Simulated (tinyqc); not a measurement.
Four methods from the same start: geometry relaxation of a small cluster. Computed by tinyqc, a small Python program. Command: `OMP_NUM_THREADS=1 python tinyqc.py 3011283 3011284 out.jsonl relax walk`. One thread of a shared host (Intel(R) Xeon(R) Processor @ 2.30GHz), about 0.01 s of CPU time with the checks.

E = sum_(i<j) phi(r_ij), phi(r) = eps [exp(-2 alpha (r - r0)) - 2 exp(-alpha (r - r0))]; the force on i is -sum_j phi'(r_ij) (R_i - R_j)/r_ij.

Inputs (values chosen for the exercise, for model atoms):
```
quantity                 value           unit
length r0                 2.71       angstrom
well depth eps            0.74             eV
stiffness alpha           1.73     1/angstrom
step factor eta          0.068  angstrom^2/eV
largest number of steps    500              -
```

Potential: Morse. Method: conjugate gradient.

starting positions (angstrom):
```
            x      y      z
atom 1  -0.15  -0.11  -0.03
atom 2   2.52  -0.11   0.01
atom 3   1.22   2.34  -0.09
```

Method:
- Conjugate gradient (Polak-Ribiere): d = F + beta d(old), beta = max(0, F.(F - F(old))/|F(old)|^2), d = F at first; step length from one secant, s = eta (F.d)/(F.d - F(R + eta d).d), replaced by eta if that is not positive; R(new) = R + s d.
- No atom moves more than 0.3 angstrom a step (the whole step is scaled). Stop when the largest force component is below 1e-5 eV/angstrom.
- Hessian at the final positions by central differences of the forces; six eigenvalues vanish (translations and rotations). Steepest descent is stable for eta below 2/lambda_max and contracts the softest mode by 1 - eta lambda_min a step.
- Steepest descent: R(new) = R + eta F.
- BFGS: R(new) = R + B F with the inverse Hessian B = eta 1 at first; with s = R(new) - R, y = F - F(new), rho = 1/(y.s): B(new) = (1 - rho s y^T) B (1 - rho y s^T) + rho s s^T, skipped if y.s is not positive.
- FIRE with unit mass: if F.v > 0, v = (1 - a) v + a |v| F/|F|, and after more than 5 such steps in a row dt = min(1.1 dt, 5 dt0), a = 0.99 a; else v = 0, a = 0.1, and dt = dt/2 (not at the first step). Then v = v + dt F, R(new) = R + dt v. dt0 = sqrt(eta), a = 0.1 at first.
- In this comparison each method may take up to 1500 steps.

contraction of the softest mode = 0.548192

non-zero eigenvalues (eV/angstrom^2): 6.6442  6.6442  13.2885

condition number = 2.00000

Cost:
```
method              steps  force calls  final E (eV)  calls to reach 1e-2
steepest descent       18           19         -2.22                    7
conjugate gradient      7           15         -2.22                    9
BFGS                    8            9         -2.22                    5
FIRE                   69           70         -2.22                   12
```

In force calls the order is BFGS (9), conjugate gradient (15), steepest descent (19), FIRE (70). All that converged end at the same energy. Near the minimum steepest descent multiplies the slowest mode by 0.548 in size a step, 4 steps a decade of force, at a condition number of 2.0. On this problem it beats FIRE in force calls.

Extremes, crossings and ranges named in words are read from the listed rows.
